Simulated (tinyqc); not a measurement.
Extended Hueckel theory, for BeH2+, step by step. The parameters take no account of the charge, which enters only through the electron count. One step of it, computed by the program tinyqc.

Problem. Mulliken analysis. P = C n C^T; charge = valence electrons (H 1, Be 2) minus the sum of (P S)_ii on the atom; overlap population = 2 sum P_ij S_ij between two atoms.

coefficients, order 1Be 2s, 1Be 2px, 1Be 2py, 1Be 2pz, 2H 1s, 3H 1s:
$$\begin{pmatrix}
0.331808 & 0.000000 & 0.000000 & 0.000000 & 1.240178 & 0.000000 \\
0.000000 & 0.000000 & 0.902582 & -0.430518 & 0.000000 & 0.000000 \\
0.000000 & 0.191002 & 0.000000 & 0.000000 & 0.000000 & 1.574547 \\
0.000000 & 0.000000 & 0.430518 & 0.902582 & 0.000000 & 0.000000 \\
0.528221 & 0.606127 & 0.000000 & 0.000000 & -0.722122 & -0.963664 \\
0.528221 & -0.606127 & 0.000000 & 0.000000 & -0.722122 & 0.963664
\end{pmatrix}$$

occupations: [2.000000, 1.000000, 0.000000, 0.000000, 0.000000, 0.000000]

overlap S, order 1Be 2s, 1Be 2px, 1Be 2py, 1Be 2pz, 2H 1s, 3H 1s:
$$\begin{pmatrix}
1.000000 & 0.000000 & 0.000000 & 0.000000 & 0.449914 & 0.449914 \\
0.000000 & 1.000000 & 0.000000 & 0.000000 & 0.000000 & 0.000000 \\
0.000000 & 0.000000 & 1.000000 & 0.000000 & 0.540711 & -0.540711 \\
0.000000 & 0.000000 & 0.000000 & 1.000000 & 0.000000 & 0.000000 \\
0.449914 & 0.000000 & 0.540711 & 0.000000 & 1.000000 & 0.029472 \\
0.449914 & 0.000000 & -0.540711 & 0.000000 & 0.029472 & 1.000000
\end{pmatrix}$$

Give: charges; Overlap populations.

Solution.

charges: 1Be 1.3027, 2H -0.1514, 3H -0.1514

Overlap populations:
```
pair     value
2-1   0.440620
3-1   0.440620
3-2   0.011237
```
